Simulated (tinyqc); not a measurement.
# Undoped gate-all-around wire MOSFET, analytic charge model: several studies

An undoped round wire of radius R under an insulator shell and a surrounding gate; long channel, electrons only, n = ni exp((psi - V)/Vt) with V the quasi-Fermi potential (0 at the source, Vd at the drain), constant mobility, no quantisation. The radial Poisson equation gives n(r) = n(0)/(1 - (1 - b) r^2/R^2)^2 with b = Q0/(Q + Q0). Q is the electron charge per area of the wire surface.

Parameters, values chosen for the exercise; material values close to those of silicon:
```
symbol,value,unit,meaning
T,400,K,temperature
Eg,1.1,eV,band gap
eps_r,11.9,,relative permittivity of the semiconductor
Nc,4.36e19,cm^-3,conduction-band density of states at T
Nv,4.02e19,cm^-3,valence-band density of states at T
eox,4,,relative permittivity of the gate insulator
tox,3.8,nm,insulator thickness
R,4,nm,wire radius
dphi,0.13,V,gate work function less that of the intrinsic body
mu,100,cm^2/(V s),channel mobility
L,1,um,gate length
Vd,0.3,V,drain voltage
```

Constants: q = 1.602176634e-19 C, kB = 1.380649e-23 J/K, Vt = kB T/q, eps0 = 8.8541878128e-14 F/cm where lengths are in cm. Results are converted to the units shown.

Each table varies one quantity; the others keep the values above.

## Output curve

ni = sqrt(Nc Nv) exp(-Eg/(2 Vt)), Eg in volts; Cox = eps0 eox/(R ln(1 + tox/R)); Q0 = 4 eps0 eps_r Vt/R; V0 = dphi + Vt ln[8 eps0 eps_r Vt/(q ni R^2)]. Q solves Vg - V0 - V = Q/Cox + Vt ln(Q/Q0) + Vt ln(1 + Q/Q0). I = mu (2 pi R/L)[2 Vt (Qs - Qd) + (Qs^2 - Qd^2)/(2 Cox) + Vt Q0 ln((Qd + Q0)/(Qs + Q0))], with Qs at V = 0 and Qd at V = Vd.

In this table Vg = 0.93 V.

Output curve:
```
Vd (V)  Qd (nC/cm^2)     Qd/Qs   I (uA)
0.06           294.1    0.8169  0.04930
0.11           240.9    0.6689  0.08290
0.16           189.6    0.5264   0.1099
0.21           141.0    0.3916   0.1307
0.27           88.04    0.2445   0.1478
0.32           50.81    0.1411   0.1565
0.37           23.30   0.06470   0.1610
0.42           7.956   0.02209   0.1628
0.47           2.151  0.005975   0.1634
```

The current rises from 0.0493 to 0.163 uA, while the charge at the drain end falls from 0.82 to 0.0060 of that at the source. The current first comes within 1 % of its last value at Vd = 0.42 V among the rows. In every row the surface density at the source passes 0.3 Nc, where Boltzmann statistics fail. In every row the body is thin enough for quantum confinement, left out here, to raise the threshold.

## Effect of the wire radius

I = mu (2 pi R/L)[2 Vt (Qs - Qd) + (Qs^2 - Qd^2)/(2 Cox) + Vt Q0 ln((Qd + Q0)/(Qs + Q0))], with Qs at V = 0 and Qd at V = Vd.  I(low) is taken at Vg = 0.38 V, Qs and I(high) at Vg = 1.13 V.

Results:
```
R (nm)   V0 (V)  I(low) (nA)  Qs(high) (nC/cm^2)  I(high) (uA)
1.3     0.71244    0.0020365              816.16       0.13631
1.9     0.68628    0.0043484              717.84       0.17785
3.7     0.64034     0.016466              600.22       0.29576
5.1     0.61821     0.031242              562.21       0.38493
7.1     0.59540     0.060426              532.34       0.51094
10      0.57179      0.11947              509.22       0.69243
```

Estimate the missing row, R = 2.6 nm.

Computed row:
```
R (nm)   V0 (V)  I(low) (nA)  Qs(high) (nC/cm^2)  I(high) (uA)
2.6     0.66466    0.0081383              654.98       0.22445
```

With this row back in the table: As R goes from 1.3 to 10 nm, I(low) rises from 0.00204 to 0.119 nA and I(high) rises from 0.136 to 0.692 uA. On average I(low) goes as R^(2.00) and I(high) goes as R^(0.80). Below threshold the charge is proportional to the cross-section of the body; above it the insulator sets the charge. In every row the surface density at the source at the higher gate voltage passes 0.3 Nc, where Boltzmann statistics fail. For R = 1.3 to 5.1 nm the body is thin enough for quantum confinement, left out here, to raise the threshold.

## Effect of the insulator thickness

Same model as above.

The same in every row: V0 (V) = 0.6350.

Results:
```
tox (nm)  I(low) (nA)  Qs(high) (nC/cm^2)  I(high) (uA)
1.3           0.01927                1260        0.6522
1.8           0.01926               989.3        0.5176
2.6           0.01925               761.3        0.4026
3.8           0.01924               590.1        0.3150
7.9           0.01921               380.7        0.2061
11            0.01919               320.0        0.1741
```

Estimate the missing row, tox = 5.5 nm.

Computed row:
```
tox (nm)  I(low) (nA)  Qs(high) (nC/cm^2)  I(high) (uA)
5.5           0.01923               468.5        0.2520
```

With this row back in the table: As tox goes from 1.3 to 11 nm, I(low) stays near 0.0192 nA and I(high) falls from 0.652 to 0.174 uA. On average I(low) is independent of tox and I(high) goes as tox^(-0.62). Below threshold no voltage drops over the insulator in this long-channel model, so its thickness does not matter there. In every row the surface density at the source at the higher gate voltage passes 0.3 Nc, where Boltzmann statistics fail. In every row the body is thin enough for quantum confinement, left out here, to raise the threshold.

Computed by the program tinyqc: `OMP_NUM_THREADS=1 python tinyqc.py 2460101 2460102 out.jsonl`, one thread of a shared Intel Xeon 2.30GHz, about 0.03 s for the whole run.
